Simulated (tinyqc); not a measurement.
# Worked calculation: Joule-heated wire on a substrate, fin equation

Numbers from tinyqc (`OMP_NUM_THREADS=1 python tinyqc.py 2520023 2520024 out.jsonl`; about 0.01 s on one thread of a shared Intel Xeon 2.30GHz). Printed values are rounded.

A wire of length L loses heat along itself to two contacts and sideways to the substrate: kap A theta'' - g theta + p = 0 with theta = T - T0 and p = p0. Each end passes the heat flow theta/Rc to its contact. Constant conductivity, diffusive heat flow.

Inputs (values chosen for the exercise): temperature of substrate and contacts T0 = 350 K; conductivity along the wire kap = 8.6 W/(m K); cross-section A = 980 nm^2; conductance per length to the substrate g = 1.3 W/(m K); length between the contacts L = 510 nm; thermal resistance of each contact Rc = 2.2 K/uW; heating per length p0 = 0.25 uW/nm.

## Healing length

LH = sqrt(kap A/g); far from the contacts uniform heating p0 would give theta = p0/g.

LH = 80.5176 nm
L/LH = 6.33402
p0/g = 192.308 K

## The tridiagonal system

Nodes x_i = i h, h = L/10; box widths w_i = h (h/2 at the ends); c = kap A/h; equation of node i: -c theta_(i-1) + d_i theta_i - c theta_(i+1) = b_i with d_i = 2 c + g w_i, b_i = p(x_i) w_i; at the end nodes d = c + g h/2 + 1/Rc and the missing neighbour is dropped.

c = 0.165255 uW/K

```
node  d (uW/K)  b (uW)
0     0.652950   6.375
1     0.396810   12.75
2     0.396810   12.75
3     0.396810   12.75
4     0.396810   12.75
5     0.396810   12.75
6     0.396810   12.75
7     0.396810   12.75
8     0.396810   12.75
9     0.396810   12.75
10    0.652950   6.375
```

## Temperature rise

Solve -c theta_(i-1) + d_i theta_i - c theta_(i+1) = b_i for nodes 0 to 10.

theta, node 0 to 10 (K): 37.297  108.788  146.772  166.487  175.844  178.595  175.844  166.487  146.772  108.788  37.297

The hottest node is 5, at 178.6 K above T0; a mesh of 800 steps gives a peak of 179.2 K, so the coarse value is 0.31 % below it. On the fine mesh 74.4 % of the heat leaves through the substrate and the rest through the contacts.

## Closed form at the middle

theta(L/2) = (p0/g)[1 - 1/(cosh(L/(2 LH)) + Rc g LH sinh(L/(2 LH)))], LH = sqrt(kap A/g).

theta(L/2) = 179.152 K
